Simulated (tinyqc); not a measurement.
Electron mobility in a silicon inversion layer, empirical terms and Matthiessen rule: one step of the calculation.

Inversion layer of sheet density Ns on a uniformly doped body. The mobility terms are empirical power laws with prefactors chosen for the exercise; adding their inverses (Matthiessen) is itself an approximation.

Task. Inversion density for the measured current. I = (W/L) q Ns mu Vd. E = q (Ndep + eta Ns)/(eps0 eps_r) in MV/cm. With t = T/(300 K): muC = Ac (Ns/1e12 cm^-2) t/(Nb/1e17 cm^-3 + Nit/1e11 cm^-2), muP = Ap E^(-1/3) t^(-1.75), muS = As E^(-gs); 1/mu is the sum of the inverses. Ns(new) = I/((W/L) q mu Vd).

Values chosen for this exercise; material values close to those of silicon: temperature T = 400 K; relative permittivity of the semiconductor eps_r = 11.7; body doping Nb = 1.2e18 cm^-3; weight of the inversion charge in the effective field eta = 0.5; phonon-limited mobility at 1 MV/cm and 300 K Ap = 458 cm^2/(V s); roughness-limited mobility at 1 MV/cm As = 690 cm^2/(V s); exponent of the roughness term gs = 2; Coulomb prefactor Ac = 3000 cm^2/(V s); charge at the interface Nit = 5.9e10 cm^-2; ratio W/L WL = 10; drain voltage Vd = 0.05 V; measured linear current I = 6.78 uA.

Constants: q = 1.602176634e-19 C, eps0 = 8.8541878128e-14 F/cm where lengths are in cm. Results are converted to the units shown.

Ns after iteration 1 = 1.0671290e12 cm^-2
Ndep = 4.2514290e12 cm^-2

Wanted: E; mu; Ns after iteration 2.

Result.

E = 0.7400 MV/cm
mu = 142.6 cm^2/(V s)
Ns after iteration 2 = 5.933e11 cm^-2

Program tinyqc, `OMP_NUM_THREADS=1 python tinyqc.py 2510114 2510115 out.jsonl`; Intel Xeon 2.30GHz, shared host, one thread, about 0.01 s.
